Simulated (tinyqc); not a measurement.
From one set of inputs to another, one input at a time: heat flow across a film from the phonon Boltzmann equation in the relaxation-time approximation. Computed by tinyqc, a small Python program. Command: `OMP_NUM_THREADS=1 python tinyqc.py 3008697 3008698 out.jsonl slabbte ladder`. One thread of a shared host (Intel(R) Xeon(R) Processor @ 2.30GHz), about 0.02 s of CPU time with the checks.

Two black walls, hot at x = 0 and cold at x = L, emit phonons isotropically. For one free path Lambda, with tau = x/Lambda, tau_L = L/Lambda and phi = (T - T_cold)/Delta T, energy balance gives phi(tau) = (1/2) [E2(tau) + int_0^tau_L phi(s) E1(|tau - s|) ds]; E_n are the exponential integrals. The flux over the ballistic flux C v Delta T/4 is psi = 1 - 2 int_0^tau_L phi(s) E2(s) ds, and kappa_eff/kappa = (3/4) tau_L psi. kappa = C v Lambda/3 is an input, so at fixed kappa a longer free path means a smaller C v.

The inputs printed are set A. Set A is modelled on gallium oxide; the values taken over come from a set modelled on silicon. Inputs not listed in the table keep their values of set A, so the rows need not describe a real material.

Inputs (values chosen for the exercise, modelled on gallium oxide):
```
quantity,value,unit
bulk conductivity kappa,22.6,W/(m K)
film thickness L,200,nm
wall temperature difference Delta T,8.7,K
free path Lambda_1,20,nm
cells n in the small system,6,-
```

Free-path groups: one.

Method:
- Cut the film into n equal cells with constant phi, collocated at the centres c_i: the kernel integrates to A_ij = |E2(|c_i - e_j|) - E2(|c_i - e_(j+1)|)|/2 for cell edges e_j, and A_ii = 1 - E2(half a cell); solve (1 - A) phi = E2(c)/2; psi = 1 - 2 sum_j phi_j [E3(e_j) - E3(e_(j+1))].
- Use 150 and 300 cells and extrapolate psi = (4 psi(300) - psi(150))/3. The jump at the hot wall is 1 - phi there (linear extrapolation from the first two of 300 cells). Two-flux (diffusion with slip) formula: psi = 1/(1 + 3 tau_L/4).
- Each group is solved on its own with 150 and 300 cells, psi = (4 psi(300) - psi(150))/3, and weighted by its share of kappa.
- Flux J = kappa_eff Delta T/L; apparent boundary resistance per wall (L/kappa_eff - L/kappa)/2.

Each row keeps all changes above it:
```
input moved,from,to,apparent resistance per wall (m^2 K/GW),jump at the wall / Delta T for Lambda_1,psi for Lambda_1
set A,-,-,0.62853,0.05121,0.11675
bulk conductivity kappa (W/(m K)),22.6,155,0.09164,0.05121,0.11675
film thickness L (nm),200,22,0.09103,0.23205,0.53099
free path Lambda_1 (nm),20,120,0.52960,0.39454,0.85940
```

Apparent resistance per wall goes from 0.629 to 0.530, a factor 0.843 in all. The largest single move comes from bulk conductivity kappa (a factor 0.146), and free path Lambda_1 works against it (a factor 5.82). Jump at the wall / Delta T for Lambda_1 goes from 0.0512 to 0.395, a factor 7.70 in all. The largest single move comes from film thickness L (a factor 4.53). psi for Lambda_1 goes from 0.117 to 0.859, a factor 7.36 in all. The largest single move comes from film thickness L (a factor 4.55). The single moves hold for this order of the switches; the total does not depend on the order.

Extremes, crossings and ranges named in words are read from the listed rows.
